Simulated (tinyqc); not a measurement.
What moves the results: plasmons of a degenerate electron gas in the random-phase approximation. A value that a table varies takes the place of the one given here.

Zero temperature, parabolic band: kF = (3 pi^2 n)^(1/3), EF = c kF^2/m, Ep^2 = 8 pi c e2 n/(m eb), qTF^2 = 6 pi e2 n/(eb EF), c = hbar^2/2m0, e2 = e^2/(4 pi eps0), n in 1/angstrom^3 (1e-24 per 1/cm^3).

Lindhard function: eps(q, E)/eb = 1 + (qTF/q)^2 (f1 + i f2) with z = q/(2 kF), u = E/(hbar vF q), hbar vF = 2 c kF/m; f1 = 1/2 + [h(z - u) + h(z + u)]/(8 z), h(x) = (1 - x^2) ln|(x + 1)/(x - 1)|; f2 = pi u/2 for z + u < 1, (pi/(8 z))(1 - (z - u)^2) for |z - u| < 1 < z + u, else 0. Pairs exist for c (q^2 - 2 q kF)/m < E < c (q^2 + 2 q kF)/m.

Constants: hbar^2/2m0 = 3.80998211 eV angstrom^2; e^2/(4 pi eps0) = 14.39964547 eV angstrom; a0 (Bohr radius) = 0.5291772105 angstrom.

Inputs chosen for the exercise (a free-electron density near that of Li; shifted at random, so the results belong to these values and not to a real crystal): n = 4.75e+22 1/cm^3 (electron density); m = 1 m0 (mass); eb = 1 (background dielectric constant); ed = 4 (dielectric constant of the surroundings); d = 50 angstrom (film thickness); qp = 0.52 1/angstrom (wave vector of the plasmon).

## Dispersion and weight of the plasmon

Short formula: E^2 = Ep^2 + (3/5)(hbar vF q)^2 + (c q^2/m)^2; qc is where the plasmon meets the top of the continuum. The weight is the share of the f-sum that the plasmon carries, 2E/(Ep^2 d(eps/eb)/dE); a dash marks no undamped root.

Energies (eV):

| q (1/angstrom) | q/kF | top of continuum | plasmon | short formula | weight |
|---|---|---|---|---|---|
| 0.0979 | 0.087 | 0.8723 | 8.119 | 8.119 | 1.000 |
| 0.245 | 0.219 | 2.320 | 8.258 | 8.257 | 1.000 |
| 0.392 | 0.350 | 3.932 | 8.529 | 8.518 | 0.997 |
| 0.538 | 0.480 | 5.696 | 8.954 | 8.909 | 0.987 |
| 0.685 | 0.611 | 7.636 | 9.591 | 9.445 | 0.953 |
| 0.783 | 0.699 | 9.021 | 10.18 | 9.888 | 0.896 |
| 0.881 | 0.786 | 10.48 | 10.95 | 10.40 | 0.769 |
| 0.949 | 0.847 | 11.53 | 11.64 | 10.80 | 0.561 |
| 1.08 | 0.964 | 13.66 | - | 11.67 | - |
| 1.27 | 1.134 | 16.99 | - | 13.18 | - |

qc = 0.9788 1/angstrom

Ep = 8.093 eV. The plasmon rises from 8.119 to 11.64 eV just before qc, 44 % above Ep. The short formula errs by -0.50 % at q/kF = 0.48 and -7.17 % next to qc. The weight falls from 1.000 to 0.561 as pairs take over the sum. At rs = 3.2 exchange and correlation, left out here, flatten the dispersion, and core polarisation lowers Ep in a real metal.

## Density dependence

n is multiplied by the factor listed.

Results:

| factor | rs | EF (eV) | Ep (eV) | Ep/EF | qc/kF | alpha = 3 EF/(5 Ep) |
|---|---|---|---|---|---|---|
| 0.10 | 6.974 | 1.030 | 2.559 | 2.484 | 1.161 | 0.242 |
| 0.20 | 5.535 | 1.636 | 3.619 | 2.213 | 1.066 | 0.271 |
| 0.50 | 4.078 | 3.013 | 5.723 | 1.899 | 0.952 | 0.316 |
| 1.0 | 3.237 | 4.783 | 8.093 | 1.692 | 0.874 | 0.355 |
| 2.0 | 2.569 | 7.592 | 11.45 | 1.508 | 0.801 | 0.398 |
| 5.0 | 1.893 | 13.98 | 18.10 | 1.294 | 0.714 | 0.464 |
| 10 | 1.502 | 22.20 | 25.59 | 1.153 | 0.654 | 0.520 |

Over two decades Ep grows by 10.0 (n^(1/2)) and EF by 21.5 (n^(2/3)), so Ep/EF falls from 2.484 to 1.153 as sqrt(rs), and qc/kF from 1.161 to 0.654: in a dense gas the plasmon enters the continuum earlier on the scale of kF. alpha is the coefficient in E = Ep + alpha hbar^2 q^2/(m m0). The random-phase values are only rough in the rows with rs above about 2 (up to 7.0 here).

## Thin film modes against wave vector (bulk, surface, particle and sheet plasmons)

Drude medium eps = eb (1 - Ep^2/E^2), no retardation. A film of thickness d has modes eps = -ed coth(q d/2) (lower) and eps = -ed tanh(q d/2) (upper); a sheet with ns = n d has E^2 = 4 pi c e2 ns q/(m ed). One surface: eps = -ed; small sphere: eps = -2 ed.

Modes (eV):

| q d | q (1/angstrom) | lower | upper | sheet |
|---|---|---|---|---|
| 0.020 | 0.000400 | 0.4041 | 7.936 | 0.4046 |
| 0.050 | 0.00100 | 0.6377 | 7.716 | 0.6398 |
| 0.10 | 0.00200 | 0.8988 | 7.388 | 0.9048 |
| 0.20 | 0.00400 | 1.262 | 6.843 | 1.280 |
| 0.50 | 0.0100 | 1.944 | 5.752 | 2.023 |
| 1.0 | 0.0200 | 2.604 | 4.795 | 2.861 |
| 2.0 | 0.0400 | 3.237 | 4.023 | 4.046 |
| 4.0 | 0.0800 | 3.566 | 3.672 | 5.723 |
| 8.0 | 0.160 | 3.618 | 3.620 | 8.093 |

bulk, surface, sphere (eV): 8.093  3.619  2.698

At small q d the lower mode tends to the sheet law sqrt(q) (within 5 % up to q d = 0.5 of the values listed) and the upper one starts near the bulk value. At q d = 8 the two are 0.0019 eV apart around the surface value 3.619 eV. Retardation, left out here, matters where q is below about three times sqrt(ed) E/(hbar c), hbar c = 1973.27 eV angstrom: that holds for 3 of the rows (from the top) for the lower mode and 5 for the upper one.

## What moves the plasmon

The plasmon is taken at qp. Each row changes one parameter from the base and keeps the others.

Results:

| case | Ep (eV) | plasmon at qp (eV) | qc (1/angstrom) |
|---|---|---|---|
| base | 8.093 | 8.892 | 0.9788 |
| n = 5.7e+22 1/cm^3 | 8.865 | 9.680 | 1.017 |
| m = 1.15 m0 | 7.547 | 8.194 | 1.031 |
| eb = 1.1 | 7.716 | 8.554 | 0.9445 |
| qp = 0.364 1/angstrom | 8.093 | 8.466 | 0.9788 |

The largest shifts from the base row, up to three for each result and ties (the steps differ in size, so this ranks the rows, not the parameters). Ep (eV): n +0.772, m -0.546, eb -0.377; unchanged at the printed digits by qp. plasmon at qp (eV): n +0.788, m -0.698, qp -0.426. qc (1/angstrom): m +0.0524, n +0.0380, eb -0.0343; unchanged at the printed digits by qp.

(tinyqc, `OMP_NUM_THREADS=1 python tinyqc.py 1680324 1680325 out.jsonl`, Intel(R) Xeon(R) Processor @ 2.30GHz, 1 thread, shared host, about 0.01 s.)
